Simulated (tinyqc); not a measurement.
Raising the field: quantum-confined Stark effect in a modulator well.

Envelopes on cells of 0.5 angstrom over the well |z| < L/2 and 45 angstrom of barrier on each side, psi = 0 beyond, psi'/m continuous (mean mass between points), c = hbar^2/2m0. The electron sees + e F z and the hole - e F z, each with its offset in the barriers; 1 kV/cm = 1e-5 eV/angstrom. Light holes, band mixing and escape by tunnelling are left out.

Exciton: in-plane function exp(-rho/lam), 1/mu = 1/me + 1/mp, E(lam) = c/(mu lam^2) - (q/eps) times the integral over k of Fm(k)(1 + (k lam/2)^2)^(-3/2), Fm(k) the double integral of psi_e^2 psi_h^2 exp(-k |z - z'|), q = e^2/(4 pi eps0); binding Eb = -E at the minimum. Line at Eg + E_e + E_h - Eb, strength proportional to overlap^2/lam^2.

Constants: hbar^2/2m0 = 3.80998211 eV angstrom^2; e^2/(4 pi eps0) = 14.39964547 eV angstrom; hc = 1239.841984 eV nm.

Inputs chosen for the exercise (near those of a GaAs well in AlGaAs; not measured data):
- L = 106 angstrom (well width)
- Vc = 0.248 eV (conduction offset)
- Vv = 0.148 eV (heavy-hole offset)
- me = 0.0675 m0 (electron, well)
- meb = 0.0928 m0 (electron, barrier)
- mh = 0.367 m0 (heavy hole along z, well)
- mhb = 0.39 m0 (heavy hole, barrier)
- Eg = 1.431 eV (gap of the well)
- mp = 0.167 m0 (heavy hole in the plane)
- eps = 12.5 (dielectric constant)
- Fs = (0, 19, 39, 58, 80, 104, 130) kV/cm (fields)

All quantities anew; shifts from zero field.

Results:

| F (kV/cm) | dE_e (meV) | dE_h (meV) | Eb (meV) | line shift (meV) | overlap^2 | relative strength |
|---|---|---|---|---|---|---|
| 0 | 0.00 | 0.00 | 8.74 | 0.00 | 0.985 | 1.000 |
| 19 | -0.29 | -0.88 | 8.58 | -1.01 | 0.921 | 0.908 |
| 39 | -1.23 | -3.50 | 8.18 | -4.16 | 0.766 | 0.700 |
| 58 | -2.69 | -7.17 | 7.75 | -8.87 | 0.606 | 0.507 |
| 80 | -5.05 | -12.43 | 7.28 | -16.03 | 0.447 | 0.338 |
| 104 | -8.39 | -19.05 | 6.86 | -25.55 | 0.314 | 0.215 |
| 130 | -12.81 | -26.97 | 6.48 | -37.53 | 0.212 | 0.132 |

How do the results move, and what explains it?

The line shift grows with exponent 1.96 in F at low field and 1.72 at the end, as the carriers come up against opposite walls and the dipole begins to saturate. The hole gives 75 % of the level shift in the second row and 68 % in the last. The largest shift is 4.3 times the zero-field binding, yet 74 % of the binding survives, since the walls stop the field from pulling the pair apart. Half the strength is gone between 58 and 80 kV/cm.

Computed by tinyqc, a small Python program: `OMP_NUM_THREADS=1 python tinyqc.py 1250430 1250431 out.jsonl` (the numbers bound the seed that draws the inputs); one thread of a shared host (Intel(R) Xeon(R) Processor @ 2.30GHz), about 0.09 s for the whole set of steps.
